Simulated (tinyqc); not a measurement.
Worked calculation: band offset from the macroscopic average of a supercell potential. Values are carried at full precision from step to step, so a last printed digit may differ when a step is redone from the rounded ones.

A model of the planar-averaged electrostatic energy of an electron in a periodic cell of N1 periods of A (L1 = N1 n1 h) and N2 periods of B (L2 = N2 n2 h), on z_j = j h: V(z) = f VA + (1 - f) VB + F t(z), VA = V1[0] + V1[1] cos(2 pi z/(n1 h)) + V1[2] cos(4 pi z/(n1 h)), VB the same with V2, n2 and z - L1. f = [tanh(z/w) - tanh((z - L1)/w) + tanh((z - L1 - L2)/w)]/2 + 1/2; t(z) = z - L1/2 in A and (L1/L2)(L1 + L2/2 - z) beyond, so that the cell is periodic.

Constants: e^2/(4 pi eps0) = 14.39964547 eV angstrom.

Values chosen for the exercise (gaps near those of GaN and AlN; not measured data): h = 0.25 angstrom (grid step); n1 = 6 (grid points per period of A); n2 = 5 (grid points per period of B); N1 = 4 (periods of A); N2 = 4 (periods of B); V1 = (-8.14, 3.54, -0.46) eV (mean and two harmonics of the potential in A); V2 = (-4.4, 3.1, -0.65) eV (the same in B); w = 0.46 angstrom (width of the interfaces); F = 0 eV/angstrom (slope in A from opposite charges on the two interfaces); Ev1 = 5.48 eV (valence top of bulk A above its mean potential); Eg1 = (1.89, 3.45) eV (gap of A: semi-local value, corrected value); fv1 = 0.49 (share of the correction that lowers the valence top of A); Ev2 = 1.05 eV (valence top of bulk B above its mean potential); Eg2 = (4.39, 5.93) eV (gap of B: semi-local value, corrected value); fv2 = 0.55 (the same share for B); eps = 4.3 (dielectric constant at the interface).

## The planar average

Evaluate V on the grid, j = 0, 1, ...

V(z_j) (eV): -3.988  -6.384  -9.417  -11.799  -9.581  -6.126  -5.063  -6.140  -9.679  -12.139  -9.680  -6.140  -5.060  -6.140  -9.680  -12.139  -9.680  -6.140  -5.057  -6.122  -9.594  -11.954  -9.417  -5.327  -3.505  -3.729  -7.371  -7.295  -3.003  -1.968  -2.919  -7.108  -7.109  -2.917  -1.950  -2.916  -7.108  -7.108  -2.926  -1.994  -3.003  -7.073  -6.900  -3.729

## Running means

Running mean over n points, periodic: for odd n the plain mean of the n points centred on j; for even n the n + 1 points with half weight at both ends. The macroscopic average applies the mean over n1 points and then over n2 points.

Apply the first mean, then the second.

after the mean over n1 points (eV): -6.642  -7.260  -7.683  -7.972  -8.042  -8.043  -8.093  -8.130  -8.139  -8.140  -8.140  -8.140  -8.140  -8.140  -8.140  -8.140  -8.138  -8.129  -8.107  -8.069  -7.980  -7.782  -7.454  -7.069  -6.496  -5.573  -4.758  -4.430  -4.662  -4.922  -4.536  -4.083  -4.074  -4.502  -4.852  -4.503  -4.078  -4.088  -4.522  -4.851  -4.552  -4.359  -4.814  -5.714

macroscopic average (eV): -6.423  -7.054  -7.520  -7.800  -7.967  -8.056  -8.089  -8.109  -8.128  -8.138  -8.140  -8.140  -8.140  -8.140  -8.139  -8.137  -8.131  -8.116  -8.084  -8.013  -7.878  -7.671  -7.356  -6.875  -6.270  -5.665  -5.184  -4.869  -4.662  -4.527  -4.456  -4.424  -4.409  -4.403  -4.402  -4.405  -4.409  -4.409  -4.418  -4.475  -4.620  -4.858  -5.216  -5.758

Around the middle of B the first mean varies by 777 meV over five points and the second by 8 meV: one window removes only the period it matches.

## The potential line-up

Read the macroscopic average in the middle of each region, j = 12 and j = 34, and its slope in A by a central difference over two points each way.

plateau in A = -8.140 eV
plateau in B = -4.402 eV
dV = B - A = 3.738 eV
slope in A = 0.000 eV/angstrom

The plateaus are flat, so the line-up is well defined.

## Band offsets

dEv = Ev(A) - Ev(B) = Ev1 - (dV + Ev2); dEc = Ec(B) - Ec(A) = Eg2 - Eg1 - dEv. The correction of a gap, c = Eg[1] - Eg[0], lowers the valence top by fv c and leaves dV, a ground-state quantity, as it is. Type I: dEv and dEc of one sign; II: opposite signs; III: no overlap of the gaps.

Give the offsets with semi-local and with corrected band edges.

dEv, dEc, semi-local (eV): 0.692  1.808

lowering of the valence tops of A and B (eV): 0.764  0.847

dEv, dEc, corrected (eV): 0.775  1.705

The correction moves dEv by +0.08 eV and dEc by -0.10 eV; the type stays I.

## The dipole behind the step

A step dV of the mean electron energy from A to B across an interface equals 4 pi (e^2/4 pi eps0) times a dipole per area p (in e angstrom per angstrom^2). For a change of 0.1 eV in dV, give the charge per area moved over 2 angstrom in a medium of dielectric constant eps: sigma = 0.1 eps/(4 pi (e^2/4 pi eps0) 2). 1 angstrom^-2 = 1e16 cm^-2.

|p| = 0.02066 e/angstrom
sigma = 1.19e+13 e/cm^2

With about 7e14 atoms per cm^2 in a plane (as on a silicon (100) face), 1.7 % of an electron per atom shifts the line-up by 0.1 eV.

## Checks

- Line-up in a cell of 14 + 14 periods without slope against V2[0] - V1[0] (eV): both 3.7400.

(tinyqc, `OMP_NUM_THREADS=1 python tinyqc.py 1881198 1881199 out.jsonl`, Intel(R) Xeon(R) Processor @ 2.30GHz, 1 thread, shared host, about 0.01 s.)
